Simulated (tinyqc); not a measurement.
# Born-von Karman spring model of a cubic crystal with one atom per cell, step by step

A worked calculation. Computed by tinyqc, a small Python program that keeps every step. Command: `OMP_NUM_THREADS=1 python tinyqc.py 3009433 3009434 out.jsonl springs walk`. One thread of a shared host (Intel(R) Xeon(R) Processor @ 2.30GHz), about 0.2 s of CPU time with the checks. Intermediate numbers are printed to about 5 digits and carried at full precision; extremes and crossings named in words are read from the listed rows.

First neighbours lie at a/2 (1,1,1) (8 of them), second at a (1,0,0) (6), with all permutations and signs; the volume per atom is Omega = a^3/2. Two shells of springs match a real metal only roughly, above all at the zone boundary.

Inputs (values chosen for the exercise, modelled on tungsten): lattice constant a = 3.165 angstrom; atomic mass M = 183.84 u; radial spring k1L = 4.97 eV/angstrom^2; transverse spring k1T = -0.19 eV/angstrom^2; radial spring k2L = 3.6 eV/angstrom^2; transverse spring k2T = -0.033 eV/angstrom^2; mesh divisions n = 10; temperature T = 77 K.

Lattice: bcc.

wave vector q (2 pi/a): [0.03, 0.46, 0.084]

Constants: nu for 1 eV/(angstrom^2 u) = 15.6333042 THz; 1 eV/angstrom^3 = 160.2176634 GPa; u = 1.6605390666e-27 kg; h x 1 THz = 4.135667696 meV; k_B = 8.617333262e-05 eV/K; hbar^2/u = 4.18015928e-03 eV angstrom^2; hbar = 1.054571817e-34 J s; k_B = 1.380649e-23 J/K.

## Dynamical matrix at q

A neighbour at R with unit vector n couples by the matrix K(R) = kL n n^T + kT (1 - n n^T), and D(q) = (1/M) sum_R K(R) [1 - cos(q.R)].

D(q) (eV/(angstrom^2 u)), rows x, y, z:
```
[[0.05850, 0.00675, 0.00023],
 [0.00675, 0.13560, 0.01928],
 [0.00023, 0.01928, 0.06318]]
```

## Frequencies and polarisations

Diagonalise D. An eigenvalue lambda of D in eV/(angstrom^2 u) gives nu = 15.6333042 THz x sqrt(lambda). Eigenvectors are columns, with the largest component positive; the longitudinal weight is (e.q)^2/q^2.

eigenvalues (eV/(angstrom^2 u)): [0.05675, 0.05959, 0.14095]

frequencies (THz): [3.7241, 3.8161, 5.8692]

polarisation vectors, rows x, y, z, columns mode 1, mode 2, mode 3:
```
[[0.75204, -0.65426, 0.07983],
 [-0.21657, -0.13088, 0.96745],
 [0.62252, 0.74486, 0.24012]]
```

longitudinal weights: [0.00279, 0.00136, 0.99585]

Mode 3 is the most longitudinal, with weight 1.00.

## Elastic constants from long waves

[ij,kl] = (1/(2 Omega)) sum_R K_ij R_k R_l; C11 = [xx,xx], C44 = [xx,yy], C12 = 2 [xy,xy] - C44; B = (C11 + 2 C12)/3; Zener ratio A = 2 C44/(C11 - C12). K(R) = kL n n^T + kT (1 - n n^T).

C11 = 519.38 GPa

C12 = 196.72 GPa

C44 = 151.56 GPa

bulk modulus B = 304.27 GPa

Zener ratio A = 0.93944

C12 - C44 = 45.15 GPa: the Cauchy relation fails because sum_R kT R^2 is not zero; a negative sum gives a positive Cauchy pressure.

## Sound velocities

rho = M/Omega and v = sqrt(C/rho), with C = C11, C44, C44 along [100]; (C11 + C12 + 2 C44)/2, C44, (C11 - C12)/2 along [110]; (C11 + 2 C12 + 4 C44)/3 and twice (C11 - C12 + C44)/3 along [111].

density rho = 19257 kg/m^3

Velocities (m/s):
```
direction  longitudinal  transverse 1  transverse 2
[100]            5193.3        2805.4        2805.4
[110]            5144.2        2805.4        2894.4
[111]            5127.8        2865.0        2865.0
```

Along [110] the two transverse waves differ by a factor sqrt(2 C44/(C11 - C12)) = 0.969.

## Frequencies at the zone boundary

The formulas are those given above.

Frequencies (THz) at points given in 2 pi/a:
```
point                nu 1    nu 2    nu 3
H (1, 0, 0)        5.7047  5.7047  5.7047
N (0.5, 0.5, 0)    3.9901  4.1167  7.3166
P (0.5, 0.5, 0.5)  5.9215  5.9215  5.9215
```

## Highest frequency at H

Take the highest frequency at H = (1, 0, 0) (2 pi/a).

highest frequency at H = 5.7047 THz

## Dispersion against the sound-wave line

The last column divides the top branch by the straight line with its slope at G. End points in 2 pi/a: H = (1, 0, 0), N = (0.5, 0.5, 0).

Frequencies (THz) along two lines:
```
line  fraction of the way    nu 1    nu 2    nu 3  nu 3 / linear
G-H                  0.10  0.8830  0.8830  1.6200        0.98730
G-H                  0.25  2.1629  2.1629  3.7865        0.92306
G-H                  0.40  3.3294  3.3294  5.3441        0.81422
G-H                  0.55  4.3181  4.3181  6.1231        0.67849
G-H                  0.70  5.0717  5.0717  6.1940        0.53927
G-H                  0.85  5.5439  5.5439  5.8920        0.42245
G-H                  1.00  5.7047  5.7047  5.7047        0.34767
G-N                  0.10  0.6242  0.6440  1.1446        0.99589
G-N                  0.25  1.5270  1.5754  2.8000        0.97450
G-N                  0.40  2.3453  2.4197  4.3006        0.93549
G-N                  0.55  3.0341  3.1304  5.5636        0.88016
G-N                  0.70  3.5552  3.6680  6.5192        0.81033
G-N                  0.85  3.8799  4.0030  7.1145        0.72827
G-N                  1.00  3.9901  4.1167  7.3166        0.63662
```

Along G-H the top branch ends at 35 % of its linear extrapolation. Along G-N the top branch ends at 64 % of its linear extrapolation, which is the 2/pi of a pure sine: planes normal to this line couple to their next planes alone. A Debye model keeps the straight line throughout.

## Thermal sums on a mesh

Mesh: q = sum_i (m_i + 1/2)/n b_i, m_i = 0..n-1, with b = [[0, 1, 1], [1, 0, 1], [1, 1, 0]] in 2 pi/a; sums are averages over the n^3 points, per atom. With x = h nu/(k_B T) and n = 1/(exp(x) - 1) for each mode: F = k_B T [x/2 + ln(1 - exp(-x))], U = k_B T x (n + 1/2), S/k_B = x n - ln(1 - exp(-x)), C/k_B = x^2 n (n + 1). <u_x^2> = (1/3) sum over modes of hbar^2/(2 M h nu) coth(x/2); zero-point energy = sum h nu/2. <u_x^2> converges slowly with the mesh, from below, with an error of order 1/n.

free energy F = 28.910 meV/atom

energy U = 33.863 meV/atom

entropy S = 0.74649 k_B/atom

heat capacity C = 1.4902 k_B/atom

<u_x^2> = 7.7894e-04 angstrom^2

zero-point energy = 30.352 meV/atom

C is 50 % of the classical 3 k_B, and the zero-point energy is 90 % of U.

## Debye temperature from the elastic constants

Christoffel matrix G_xx = C11 n_x^2 + C44 (1 - n_x^2), G_xy = (C12 + C44) n_x n_y, with eigenvalues rho v^2; v_m^-3 is the mean of v^-3 over three branches and all directions (12 Gauss-Legendre points in cos(theta) times 24 angles phi = (j + 1/2) pi/12); q_D = (6 pi^2/Omega)^(1/3); Theta = hbar v_m q_D/k_B.

mean velocity v_m = 3165.5 m/s

Debye wave number q_D = 1.5516 1/angstrom

elastic Debye temperature = 375.17 K

## Full spectrum, Debye and Einstein heat capacities

Mesh: q = sum_i (m_i + 1/2)/n b_i, m_i = 0..n-1, with b = [[0, 1, 1], [1, 0, 1], [1, 1, 0]] in 2 pi/a; sums are averages over the n^3 points (here n = 14), per atom. Debye: C = 9 k_B (T/Theta)^3 int_0^(Theta/T) x^4 e^x/(e^x - 1)^2 dx with the elastic Theta. Einstein: three modes at the root-mean-square frequency. The last column is the Theta that makes the Debye formula give the full C at that T.

root-mean-square frequency = 5.0664 THz

Heat capacity (k_B/atom):
```
T (K)  full spectrum   Debye  Einstein  Theta from C (K)
45            0.5846  0.3729    0.3979            312.15
68            1.2664  0.9345    1.1366            311.02
94            1.8311  1.5132    1.7668            311.80
130           2.2844  2.0453    2.2595            312.61
190           2.6288  2.4878    2.6220            313.24
280           2.8200  2.7471    2.8184            313.58
380           2.9002  2.8587    2.8997            313.73
560           2.9534  2.9337    2.9533            313.82
```

The apparent Theta runs from 311 to 314 K against the elastic 375 K; at high T it tends to sqrt(5/3) h nu_rms/k_B = 314 K. At the lowest T the Debye value is 0.64 and the Einstein value 0.68 times the full one; dispersion bends the branches below the sound lines, so the real spectrum has more low modes than Debye assumes. At the highest T Debye misses by 0.67 % and Einstein by 0.0036 %.

Checks made by the program: slopes of the dispersion along [110] against the sound velocities (relative difference 2e-08); F = U - T S (relative difference below 1e-10).
